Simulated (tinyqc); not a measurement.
Lattice sites along [100]: pair of shallow donors (hydrogen-like orbitals).

Each donor has the orbital exp(-r/a); energy unit Ha* = q/(eps a), q = e^2/(4 pi eps0), so that a lone donor is bound by Ha*/2; x = R/a. One electron: S = (1 + x + x^2/3) exp(-x), j = 1/x - (1 + 1/x) exp(-2x), k = (1 + x) exp(-x); levels E(+/-) = -1/2 - (j +/- k)/(1 +/- S) in Ha*, without the repulsion of the ions, split by D = |E(-) - E(+)|. In six valleys the overlaps S and k are multiplied by v = [cos(K Rx) + cos(K Ry) + cos(K Rz)]/3, K = k0 (2 pi/a_lat), for isotropic envelopes and the symmetric valley state.

Two electrons, Heitler-London: with S' = (1 - x + x^2/3) exp(x), C = 1/x - exp(-2x)(1/x + 11/8 + 3x/4 + x^2/6), X = (1/5){exp(-2x)(25/8 - 23x/4 - 3x^2 - x^3/3) + (6/x)[S^2 (0.5772157 + ln x) + S'^2 Ei(-4x) - 2 S S' Ei(-2x)]}, Q = C - 2j + 1/x and A = X - 2 S k + S^2/x, the singlet and triplet lie at (Q +/- w A)/(1 +/- w S^2) from two lone donors, with the valley weight w = v^2; the exchange is J = triplet - singlet.

Constants: e^2/(4 pi eps0) = 14.39964547 eV angstrom.

Inputs chosen for the exercise (near those of two donors in Si; shifted at random, so the results belong to these values and not to a real crystal): a = 16.2 angstrom (orbital radius); eps = 11.4 (dielectric constant); a_lat = 5.431 angstrom (lattice constant); k0 = 0.858 2 pi/a_lat (valley position); sites = ((15, 0, 0), (16, 0, 0), (17, 0, 0), (18, 0, 0), (19, 0, 0), (20, 0, 0), (21, 0, 0), (22, 0, 0), (23, 0, 0)) a_lat (positions of the second donor).

D and J for each site, and for v = 1.

Results:
```
site        R (angstrom)      v  D (meV)  J (micro-eV)  J for v = 1
(15, 0, 0)          81.5  0.895     2.90           265          332
(16, 0, 0)          86.9  0.621     1.54          75.4          196
(17, 0, 0)          92.3  0.381    0.721          16.6          114
(18, 0, 0)          97.8  0.354    0.510          8.31         66.4
(19, 0, 0)         103.2  0.560    0.612          12.0         38.3
(20, 0, 0)         108.6  0.845    0.698          15.7         21.9
(21, 0, 0)         114.1  0.998    0.621          12.5         12.5
(22, 0, 0)         119.5  0.904    0.422          5.79         7.09
(23, 0, 0)         124.9  0.633    0.222          1.60         4.00
```

Over these sites the envelope alone changes J by a factor 82.9, and the valley factor v^2 by 7.96; J runs from 1.6 at (23, 0, 0) to 265 micro-eV at (15, 0, 0). Along [100] four valleys keep their phase, so v = (2 + cos)/3 stays between 1/3 and 1. J does not fall steadily with distance.

(tinyqc, `OMP_NUM_THREADS=1 python tinyqc.py 1251917 1251918 out.jsonl`, Intel(R) Xeon(R) Processor @ 2.30GHz, 1 thread, shared host, about 0.01 s.)
